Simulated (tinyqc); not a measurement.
CCSD on RHF in the sto-6g basis, for H6, spin multiplicity 1, step by step (part 2 of 2). Computed by tinyqc, a small Python program that keeps every step (integrals from PySCF). Command: `OMP_NUM_THREADS=1 python tinyqc.py 22938 22939 out.jsonl` (the two numbers bound the seeds that draw the settings). One thread of a shared host (Intel(R) Xeon(R) Processor @ 2.60GHz), about 0.4 s of CPU time with the checks.

Geometry (angstrom):

| atom | x | y | z |
|---|---|---|---|
| H | 0.00000 | 0.00000 | 0.00000 |
| H | 0.00000 | 0.00000 | 0.88300 |
| H | 0.00000 | 0.00000 | 1.92000 |
| H | 0.00000 | 0.00000 | 2.80300 |
| H | 0.00000 | 0.00000 | 3.84000 |
| H | 0.00000 | 0.00000 | 4.72300 |

## CCSD: convergence

E_corr = 1/4 sum <ij||ab> t_ij^ab + 1/2 sum <ij||ab> t_i^a t_j^b; stop when the norm of the change is below 1e-8.

Course of the amplitude iterations:

| update | correlation energy (hartree) | norm of the change |
|---|---|---|
| 0 | -0.0520624 | - |
| 1 | -0.0691633 | 1.14e-01 |
| 2 | -0.0755770 | 4.86e-02 |
| 3 | -0.0780771 | 2.19e-02 |
| 4 | -0.0791111 | 1.07e-02 |
| 5 | -0.0795562 | 5.56e-03 |
| 6 | -0.0797571 | 3.06e-03 |
| 7 | -0.0798518 | 1.74e-03 |
| 8 | -0.0798986 | 1.01e-03 |
| 9 | -0.0799227 | 5.98e-04 |
| 10 | -0.0799356 | 3.56e-04 |
| 11 | -0.0799427 | 2.12e-04 |
| 12 | -0.0799467 | 1.27e-04 |
| 13 | -0.0799490 | 7.63e-05 |
| ... | ... | ... |
| 18 | -0.0799521 | 5.99e-06 |
| 19 | -0.0799522 | 3.61e-06 |
| 20 | -0.0799522 | 2.17e-06 |
| 21 | -0.0799523 | 1.31e-06 |
| 22 | -0.0799523 | 7.87e-07 |
| 23 | -0.0799523 | 4.74e-07 |
| 24 | -0.0799523 | 2.85e-07 |
| 25 | -0.0799523 | 1.72e-07 |
| 26 | -0.0799523 | 1.04e-07 |
| 27 | -0.0799523 | 6.23e-08 |
| 28 | -0.0799523 | 3.75e-08 |
| 29 | -0.0799523 | 2.26e-08 |
| 30 | -0.0799523 | 1.36e-08 |
| 31 | -0.0799523 | 8.20e-09 |

Converged amplitudes (spin orbitals 1a, 1b, ...; amplitudes related by a flip of all spins are not repeated; the 24 largest):

| from | to | t |
|---|---|---|
| 3a 3b | 4a 4b | -0.13094 |
| 2a 3b | 4a 5b | -0.06721 |
| 2a 2b | 4a 4b | -0.06082 |
| 2a 2b | 5a 5b | -0.05515 |
| 1a 3b | 4a 6b | 0.05110 |
| 1a 1b | 4a 4b | -0.04685 |
| 3a 3b | 5a 5b | -0.04651 |
| 2a 3b | 4b 5a | 0.04069 |
| 1a 2b | 4a 5b | 0.03270 |
| 1a 3b | 4b 6a | -0.03231 |
| 1a 1b | 6a 6b | -0.02856 |
| 3a 3b | 6a 6b | -0.02742 |
| 2a 3a | 4a 5a | -0.02651 |
| 1a 2b | 5a 6b | 0.02533 |
| 1a 1b | 5a 5b | -0.02500 |
| 2a 3b | 5a 6b | -0.02430 |
| 2a 2b | 4a 6b | -0.02087 |
| 1a 2b | 4b 5a | -0.02067 |
| 1a 3b | 5a 5b | 0.02019 |
| 1a 3a | 4a 6a | 0.01879 |
| 1a 2b | 5b 6a | -0.01775 |
| 2a 2b | 6a 6b | -0.01744 |
| 1a 1b | 4a 6b | 0.01518 |
| 2a 3b | 5b 6a | 0.01403 |

CCSD total energy = -3.3152860 hartree

T1 diagnostic, norm of the one-spin t1 over sqrt(correlated electrons) = 0.00122

Converged in 31 updates.
